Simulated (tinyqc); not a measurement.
Configuration-coordinate model of a defect: Huang-Rhys factor and luminescence line shape: one step, computed by the program tinyqc.

Ground state E_g(Q) = (1/2) omega_g^2 Q^2; excited state E_e(Q) = E_0 + (1/2) omega_e^2 (Q - dQ)^2 with omega_e = omega_g and E_0 = E_ZPL. Q is mass-weighted; the dipole does not depend on Q (Condon approximation).

Question. Crossing, radiative lifetime and thermal quenching. The curves cross at the root Q_c nearest dQ; the barrier is (1/2) omega_e^2 (Q_c - dQ)^2, with (1/2) omega^2 = (hbar omega)^2/(2 hbar^2/u). k_r = n_r omega^3 mu^2/(3 pi eps_0 hbar c^3) at the vertical emission energy, without local-field correction; k_nr = nu_0 exp(-barrier/k_B T) (Mott-Seitz); yield = k_r/(k_r + k_nr); T_1/2 = barrier/(k_B ln(nu_0/k_r)).

Inputs (values chosen for the exercise, for a model defect):
```
quantity,value,unit
zero-phonon energy E_ZPL,0.839,eV
displacement dQ,1.63,u^(1/2) angstrom
ground-state phonon hbar omega_g,33.7,meV
temperature T,50,K
refractive index n_r,3.35,-
transition dipole mu,0.62,e angstrom
quenching prefactor nu_0,1e+11,1/s
```

Modes: equal frequencies in both states.

vertical emission energy = 0.4780790 eV

Constants: hbar^2/u = 4.18015928e-03 eV angstrom^2; hbar = 6.582119569e-16 eV s; e = 1.602176634e-19 C; eps_0 = 8.8541878128e-12 F/m; hbar = 1.054571817e-34 J s; c = 299792458 m/s; k_B = 8.617333262e-05 eV/K.

Give: Q_c; classical barrier; radiative lifetime; luminescence yield; quenching temperature T_1/2.

Answer.

Q_c = 2.710 u^(1/2) angstrom

classical barrier = 0.1583 eV

radiative lifetime = 1872 ns

luminescence yield = 1.0000

quenching temperature T_1/2 = 151.3 K

At 50.0 K the centre is bright; tunnelling, left out here, starts the quenching earlier. Caution: the barrier is below the relaxation energy of the excited state, so vertical excitation lands above the crossing and may bypass luminescence (Dexter-Klick-Russell rule). Caution: the band is wide against its energy, so the E^3 factor left out of the moments shifts the observed peak up.
